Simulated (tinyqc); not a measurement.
Anisotropic wet etching of Si(100): plane rates, V-grooves, membranes and undercut: one step, computed by the program tinyqc. Command: `OMP_NUM_THREADS=1 python tinyqc.py 3003126 3003127 out.jsonl wetetch walk`. One thread of a shared host (Intel(R) Xeon(R) Processor @ 2.30GHz), about 0.01 s of CPU time with the checks.

A long slot opens the mask on a (100) wafer. The floor etches at R100; (111) walls stand at theta = arctan(sqrt2) = 54.7356 degrees to the surface and recede at R111 along their normal.

Problem. Shape after the time t. A misaligned edge exposes ledges and adds R100 sin(misalignment) to the lateral rate (a simple estimate): u = R111/sin(theta) + R100 sin(misalignment). Top width W = w + 2 u t; floor width b = W - 2 z/tan(theta) = W - sqrt2 z. The floor lasts until b = 0, at t_V = w/(sqrt2 R100 - 2u); depth z = R100 t before t_V and W/sqrt2 after.

Inputs (values chosen for the exercise, close to those used for potassium hydroxide solutions): bath temperature T = 45 C; width w (mask opening along <110>, or membrane width in the design step) = 15 um; misalignment of the mask = 2 degrees; etch time t = 4.9 min.

R100 = 0.2172730 um/min

R111 = 0.001194143 um/min

Give: lateral rate u; time t_V to close the V; top width W; depth z; floor width b.

Solution.

lateral rate u = 0.009045 um/min

time t_V to close the V = 51.87 min

top width W = 15.09 um

depth z = 1.065 um

floor width b = 13.58 um

The floor remains; undercut per side is 0.0443 um, 4.16 % of the depth.
